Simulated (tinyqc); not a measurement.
One anharmonic mode: perturbation theory, self-consistent phonons and exact levels: one step, computed by the program tinyqc.

V(x) = k x^2/2 + b x^4 for one coordinate x of mass M. A constant K > 0 gives hbar Omega = sqrt((hbar^2/u) K/M) with K in eV/angstrom^2 and M in u.

Task: Hamiltonian in a small basis. Basis: oscillator states n of the constant |k|, with x = s (a + a+), s^2 = hbar Omega/(2|k|); H = hbar Omega (n + 1/2) + (k - |k|) x^2/2 + b x^4, with exact matrix elements of x^2 and x^4.

Inputs (values chosen for the exercise, for a model mode):
```
quantity,value,unit
mode mass M,111,u
harmonic constant k,11.2,eV/angstrom^2
quartic constant b,320,eV/angstrom^4
basis size N of the small matrix,7,-
```

Shape: single well.

Constants: hbar^2/u = 4.18015928e-03 eV angstrom^2.

Give: H.

Result:

H (meV):
```
,1,2,3,4,5,6,7
1,11.1,0.0,2.3,0.0,1.3,0.0,0.0
2,0.0,34.8,0.0,6.6,0.0,2.9,0.0
3,2.3,0.0,61.8,0.0,13.0,0.0,5.1
4,0.0,6.6,0.0,92.1,0.0,21.7,0.0
5,1.3,0.0,13.0,0.0,125.5,0.0,32.4
6,0.0,2.9,0.0,21.7,0.0,162.2,0.0
7,0.0,0.0,5.1,0.0,32.4,0.0,202.1
```
